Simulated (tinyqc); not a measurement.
Trap density from one capacitance.

Question. Traps spread evenly through the insulator exchange electrons with the semiconductor by tunnelling, with tau(x) = t0 exp(2 ka x) at depth x from the interface. The admittance per area Y seen at depth x obeys dY/dx = -Y^2/(i w eps0 eox) + q Nb ln(1 + i w tau)/tau, with Y(0) = i w Cs and w = 2 pi f; the gate sees Y(tox) = G + i w C. Working variable y = Y/(i w), in uF/cm^2. Cox = eps0 eox/tox. Find Nb and G/w.

Parameters, values chosen for the exercise: relative permittivity of the insulator eox = 3.81; insulator thickness tox = 7.2 nm; semiconductor capacitance in accumulation Cs = 4.7 uF/cm^2; decay constant of the wave function in the insulator ka = 5.3 1/nm; time constant of a trap at the interface t0 = 8e-10 s; frequency f = 1e6 Hz.

Constants: q = 1.602176634e-19 C, eps0 = 8.8541878128e-14 F/cm where lengths are in cm. Results are converted to the units shown.

C = 0.43377555 uF/cm^2

Answer. C rises steadily with Nb, so one density matches; in practice ka and t0 must come from the frequency dependence.

Nb = 5.100e19 cm^-3 eV^-1
G/w = 0.002821 uF/cm^2

Numbers from tinyqc (`OMP_NUM_THREADS=1 python tinyqc.py 2202103 2202104 out.jsonl`; about 0.6 s on one thread of a shared Intel Xeon 2.30GHz).
